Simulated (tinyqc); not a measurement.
Worked calculation: CIS and TDHF on RHF in the sto-3g basis, for H4, spin multiplicity 1. One step of it, computed by the program tinyqc.

Task: Integrals over molecular orbitals. (pq|rs) = sum C_ip C_jq C_kr C_ls (ij|kl), one index at a time.

coefficients C, order 1H 1s, 2H 1s, 3H 1s, 4H 1s:
```
[[0.347842, 0.481799, 0.695384, 0.857750],
 [0.347842, 0.481799, -0.695384, -0.857750],
 [0.347842, -0.481799, 0.695384, -0.857750],
 [0.347842, -0.481799, -0.695384, 0.857750]]
```

core Hamiltonian H = T + V (hartree), order 1H 1s, 2H 1s, 3H 1s, 4H 1s:
```
[[-1.731064, -1.210687, -0.637005, -0.469654],
 [-1.210687, -1.731064, -0.469654, -0.637005],
 [-0.637005, -0.469654, -1.731064, -1.210687],
 [-0.469654, -0.637005, -1.210687, -1.731064]]
```

Two-electron integrals (ij|kl) in chemists' order, unique and non-zero (hartree):
```
(11|11) 0.774606   (21|11) 0.369744   (21|21) 0.215834   (22|11) 0.519869
(22|21) 0.369744   (22|22) 0.774606   (31|11) 0.160468   (31|21) 0.082266
(31|22) 0.123974   (31|31) 0.049259   (32|11) 0.098978   (32|21) 0.059288
(32|22) 0.104080   (32|31) 0.031246   (32|32) 0.022608   (33|11) 0.365291
(33|21) 0.198334   (33|22) 0.315040   (33|31) 0.160468   (33|32) 0.104080
(33|33) 0.774606   (41|11) 0.104080   (41|21) 0.059288   (41|22) 0.098978
(41|31) 0.031246   (41|32) 0.022337   (41|33) 0.098978   (41|41) 0.022608
(42|11) 0.123974   (42|21) 0.082266   (42|22) 0.160468   (42|31) 0.038421
(42|32) 0.031246   (42|33) 0.123974   (42|41) 0.031246   (42|42) 0.049259
(43|11) 0.198334   (43|21) 0.116122   (43|22) 0.198334   (43|31) 0.082266
(43|32) 0.059288   (43|33) 0.369744   (43|41) 0.059288   (43|42) 0.082266
(43|43) 0.215834   (44|11) 0.315040   (44|21) 0.198334   (44|22) 0.365291
(44|31) 0.123974   (44|32) 0.098978   (44|33) 0.519869   (44|41) 0.104080
(44|42) 0.160468   (44|43) 0.369744   (44|44) 0.774606
```

Give: one-electron integrals over orbitals h = C^T H C; Two-electron integrals over orbitals.

Result:

one-electron integrals over orbitals h = C^T H C (hartree):
```
[[-1.959, 0.000, 0.000, 0.000],
 [0.000, -1.704, 0.000, 0.000],
 [0.000, 0.000, -1.330, 0.000],
 [0.000, 0.000, 0.000, -1.039]]
```

Two-electron integrals over orbitals (pq|rs), unique and non-zero (hartree):
```
(11|11) 0.498   (21|21) 0.168   (22|11) 0.494   (22|22) 0.505
(31|31) 0.111   (32|32) 0.083   (33|11) 0.482   (33|22) 0.481
(33|33) 0.490   (41|32) 0.082   (41|41) 0.080   (42|31) 0.113
(42|42) 0.123   (43|21) 0.166   (43|43) 0.182   (44|11) 0.491
(44|22) 0.501   (44|33) 0.500   (44|44) 0.520
```
